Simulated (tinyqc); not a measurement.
Inside a calculation. Method: Ewald sum of point charges, simple cubic in a neutralising background, strained along z by a factor 1.16, lattice. Computed by tinyqc, a small Python program that keeps every step. Command: `OMP_NUM_THREADS=1 python tinyqc.py 28741 28742 out.jsonl` (the two numbers bound the seeds that draw the settings). One thread of a shared host (Intel(R) Xeon(R) Processor @ 2.60GHz), about 0.03 s of CPU time with the checks.

## Ewald sum with eta = 0.456 1/bohr

cell vectors (rows) (bohr):
```
          1         2         3
1  8.220000  0.000000  0.000000
2  0.000000  8.220000  0.000000
3  0.000000  0.000000  9.535000
```

Charges:

| q | f1 | f2 | f3 |
|---|---|---|---|
| 1.000000 | 0.000000 | 0.000000 | 0.000000 |

Real space: 1/2 sum q_i q_j erfc(eta r)/r over all images with r > 0; reciprocal space: (2 pi/V) sum_(G != 0) exp(-G^2/4 eta^2)/G^2 |S(G)|^2 with S(G) = sum q exp(i G.r); self term -eta/sqrt(pi) sum q^2; background -pi Q^2/(2 V eta^2), Q the total charge.

Real-space shells (first ones):

| r (bohr) | pairs | sum (hartree) |
|---|---|---|
| 8.220000 | 4 | 2.80e-08 |
| 9.535000 | 2 | 8.18e-11 |
| 11.624835 | 4 | 0 |
| 12.589068 | 8 | 0 |

Reciprocal shells (first ones that count):

| G^2 (1/bohr^2) | vectors | sum (hartree) |
|---|---|---|
| 0.434229 | 2 | 0.026650 |
| 0.584273 | 4 | 0.033074 |
| 1.018502 | 8 | 0.022513 |
| 1.168547 | 4 | 0.008192 |
| 1.602775 | 8 | 0.007087 |
| 1.736914 | 2 | 0.001391 |
| 2.321187 | 8 | 0.002063 |
| 2.337094 | 4 | 0.001005 |
| 2.771322 | 8 | 0.001006 |
| 2.905461 | 8 | 0.000816 |
| 2.921367 | 8 | 0.000797 |
| 3.355595 | 16 | 0.000823 |

## The total does not depend on eta

The same sums for other eta.

Totals (hartree per cell):

| eta | real | reciprocal | self | background | total |
|---|---|---|---|---|---|
| 0.456000 | 2.81e-08 | 0.105986 | -0.257270 | -0.011725 | -0.16300964 |
| 0.586000 | 0 | 0.174705 | -0.330615 | -0.007100 | -0.16300964 |
| 0.844000 | 0 | 0.316589 | -0.476176 | -0.003423 | -0.16300964 |

shortest distance = 8.220000 bohr
